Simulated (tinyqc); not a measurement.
Charge-trap memory cell: two steps of the calculation.

Channel, tunnel oxide, storage layer, blocking layer, gate. N electrons per area sit in a sheet at the centroid and shift the threshold by U = (q/eps0) N (tb/eb + xc tn/en). EOT = t1 + 3.9 (tn/en + tb/eb); tunnel field F = (Vg - U)/EOT; dN/dt = eta (J/q)(1 - N/Nm). Fowler-Nordheim: J = A F^2 exp(-B/F), A = q^2/(16 pi^2 hbar mo phi) (times 1e14 for A/cm^2 with F in V/nm, emitter mass m0), B = (4/3) sqrt(mo/C) phi^1.5, C = hbar^2/(2 m0).

Parameters, values chosen for the exercise; oxide values close to those of silicon dioxide, storage layer close to silicon nitride, blocking layer close to aluminium oxide:
- phi = 3.11 eV (tunnel barrier)
- mo = 0.43 m0 (tunnelling mass)
- t1 = 5.5 nm (tunnel oxide (permittivity 3.9))
- tn = 7.6 nm (storage layer)
- en = 7.4 (its relative permittivity)
- tb = 10.5 nm (blocking layer)
- eb = 9 (its relative permittivity)
- xc = 0.34 (charge centroid, share of tn counted from the blocking side)
- eta = 0.78 (capture efficiency of an empty layer)
- Nm = 9.6e12 cm^-2 (trap density)
- T = 398 K (storage temperature)
- E1 = 0.95 eV (shallowest trap depth)
- E2 = 1.87 eV (deepest trap depth)
- nu = 1e13 1/s (attempt frequency)
- Vg = 15.5 V (gate voltage less flat band and surface potential)
- d0 = 1.3e-6 s (first time step)
- gr = 2 (growth of the step)
- n = 10 (steps)

Constants: q = 1.602176634e-19 C, kB = 1.380649e-23 J/K, hbar = 1.054571817e-34 J s, m0 = 9.1093837015e-31 kg, Vt = kB T/q, eps0 = 8.8541878128e-14 F/cm where lengths are in cm, hbar^2/(2 m0) = 0.0380998212 eV nm^2. Results are converted to the units shown.

Task 1. Midpoint steps of growing length. N(half) = N + (d/2) r(N), N(new) = N + d r(N(half)), r = dN/dt; the step starts at d0 and is multiplied by gr each time. Field in the blocking layer (3.9 F + q N/eps0)/eb.

Find: t; N; U; F; blocking field.

Result 1.

| step | t (s) | N (cm^-2) | U (V) | F (V/nm) | blocking field (V/nm) |
|---|---|---|---|---|---|
| 0 | 0 | 0 | 0.000 | 1.103 | 0.4779 |
| 1 | 1.300e-6 | 1.784e11 | 0.049 | 1.099 | 0.4799 |
| 2 | 3.900e-6 | 4.892e11 | 0.134 | 1.093 | 0.4836 |
| 3 | 9.100e-6 | 9.807e11 | 0.269 | 1.084 | 0.4893 |
| 4 | 1.950e-5 | 1.665e12 | 0.457 | 1.070 | 0.4973 |
| 5 | 4.030e-5 | 2.501e12 | 0.686 | 1.054 | 0.5070 |
| 6 | 8.190e-5 | 3.422e12 | 0.939 | 1.036 | 0.5177 |
| 7 | 1.651e-4 | 4.368e12 | 1.198 | 1.018 | 0.5288 |
| 8 | 3.315e-4 | 5.296e12 | 1.453 | 0.999 | 0.5396 |
| 9 | 6.643e-4 | 6.177e12 | 1.694 | 0.982 | 0.5498 |
| 10 | 0.001330 | 6.986e12 | 1.916 | 0.966 | 0.5592 |

Task 2. Retention after ten years. Retention: filled traps are spread evenly in depth from E1 to E2, and each empties at the rate nu exp(-E/kB T). The share left is the mean of exp(-nu t exp(-E/kB T)) = [kB T/(E2 - E1)] [E1x(nu t exp(-E2/kB T)) - E1x(nu t exp(-E1/kB T))], E1x the exponential integral; traps shallower than about Ed = kB T ln(nu t) are empty. t = 3.15576e8 s.

Find: Ed; share left; loss a decade while Ed lies between E1 and E2, kB T ln 10/(E2 - E1).

Result 2.

Ed = 1.6978 eV
share left = 0.16588
loss a decade while Ed lies between E1 and E2, kB T ln 10/(E2 - E1) = 0.085839

Range of the model: The Fowler-Nordheim form needs F t1 above phi; trap-assisted paths and leakage through the blocking layer are left out.

tinyqc, about 0.07 s, one thread, Intel Xeon 2.30GHz (shared host): `OMP_NUM_THREADS=1 python tinyqc.py 2130167 2130168 out.jsonl`
